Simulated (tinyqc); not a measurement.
Equal gaps, different models: fitting sp3s* parameters to three gaps by Newton steps.

sp3s* tight binding, nearest neighbours only: anion (a) at 0, cation (c) at a/4 (1,1,1), orbitals s, px, py, pz, s* on each; k in units of 2 pi/a. With phases e_j = exp(i (pi/2) k.n_j) for n = (1,1,1), (1,-1,-1), (-1,1,-1), (-1,-1,1): g0 = (e1+e2+e3+e4)/4, g1 = (e1+e2-e3-e4)/4, g2 = (e1-e2+e3-e4)/4, g3 = (e1-e2-e3+e4)/4. The diagonal holds the levels Esa, Epa, Exa (s*) and Esc, Epc, Exc. Anion-cation block: <sa|sc> = Vss g0; <sa|xc> = Vsapc g1; <xa|sc> = -Vscpa g1; <xa|xc> = Vxx g0; <xa|yc> = <ya|xc> = Vxy g3, <xa|zc> = <za|xc> = Vxy g2, <ya|zc> = <za|yc> = Vxy g1; <s*a|xc> = Vxapc g1; <xa|s*c> = -Vpaxc g1; y and z take g2 and g3 in place of g1; s-s* and s*-s* vanish.

Gaps are level 5 at Gamma, X = (1,0,0) and L = (1/2,1/2,1/2) less level 4 at Gamma; no spin-orbit coupling. Free parameters: Vss, Vsapc and Vpaxc. H is linear in them, so by Hellmann-Feynman J_ij = <u|dH/dp_j|u> for level 5 at point i less the same for level 4 at Gamma. Newton: p(new) = p + J^-1 (target - gaps); stop when all misses are below 1e-7 eV.

Constants: hbar^2/2m0 = 3.80998211 eV angstrom^2.

Inputs chosen for the exercise (out of a larger set: near a published set for GaP, fitted to gaps, whose masses and valley positions are rough; not measured data):

| symbol | value | unit | meaning |
|---|---|---|---|
| p | (-8.2, 1.127, -2.192, 4.067, 8.453, 7.205, -7.478, 2.175, 5.184, 4.306, 6.25, 4.702, 5.048) | eV | start, order Esa, Epa, Esc, Epc, Exa, Exc, Vss, Vxx, Vxy, Vsapc, Vscpa, Vxapc, Vpaxc |
| tg | (2.6245, 2.341, 2.3531) | eV | target gaps at Gamma, X, L |
| a | 5.452 | angstrom | lattice constant |

The same three targets are met with other triples of free parameters (those for which Newton converges within 3 eV of the start). Not fitted: level 5 at K = (3/4,3/4,0) above Ev, the spacing of levels 6 and 5 at X, the depth of level 2 at X below Ev, the valence width at Gamma, and the mass c q^2/(E(q) - E(0)) of level 5 along [100], q = 0.002 (2 pi/a), c = hbar^2/2m0.

Unfitted results:

| free parameters | largest change (eV) | K (eV) | X spacing (eV) | level 2 at X (eV) | valence width (eV) | mass (m0) |
|---|---|---|---|---|---|---|
| start | 0.000 | 2.316 | 0.629 | 7.661 | 13.227 | 0.2647 |
| Vss, Vxapc, Vpaxc | 0.395 | 2.361 | 0.824 | 7.555 | 12.960 | 0.2259 |
| Esc, Vxapc, Vpaxc | 1.291 | 2.364 | 1.264 | 7.577 | 13.351 | 0.2330 |
| Vss, Vsapc, Vpaxc | 0.288 | 2.359 | 0.692 | 7.611 | 12.960 | 0.2228 |
| Esa, Vxapc, Vscpa | 0.882 | 2.359 | 0.751 | 7.917 | 13.842 | 0.2064 |
| Vss, Exa, Exc | 0.863 | 2.361 | 0.869 | 7.622 | 12.960 | 0.2259 |
| Esc, Vsapc, Exc | 2.785 | 2.363 | 1.233 | 7.769 | 13.351 | 0.2297 |

What does the comparison show?

All fitted rows have the same three gaps, yet they spread by 4 meV at K, 572 meV in the X spacing, 362 meV in level 2 at X, 882 meV in the valence width and 11.9 % in the mass. The smallest change of parameters, 0.288 eV, is that of Vss, Vsapc, Vpaxc. A fit fixes what it was given and leaves the rest to the choice of free parameters.

tinyqc: `OMP_NUM_THREADS=1 python tinyqc.py 1451224 1451225 out.jsonl`; about 0.2 s, one thread, shared Intel(R) Xeon(R) Processor @ 2.30GHz.
